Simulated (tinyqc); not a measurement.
CIS and TDHF on RHF in the 6-31g basis, for He, spin multiplicity 1, step by step. One step of it, computed by the program tinyqc.

Problem. CIS matrix, triplets. A(ia,jb) = (e_a - e_i) d_ij d_ab - (ij|ab).

orbital energies (hartree): MO1 -0.914127, MO2 1.399859

Two-electron integrals over orbitals (pq|rs), unique and non-zero (hartree):
```
(11|11) 1.026907    (21|11) -0.316490   (21|21) 0.227670    (22|11) 0.858133
(22|21) -0.255554   (22|22) 0.766363
```

Give: CIS matrix A, triplet.

Solution.

CIS matrix A, triplet (hartree):
```
       1>2
1>2  1.456
```
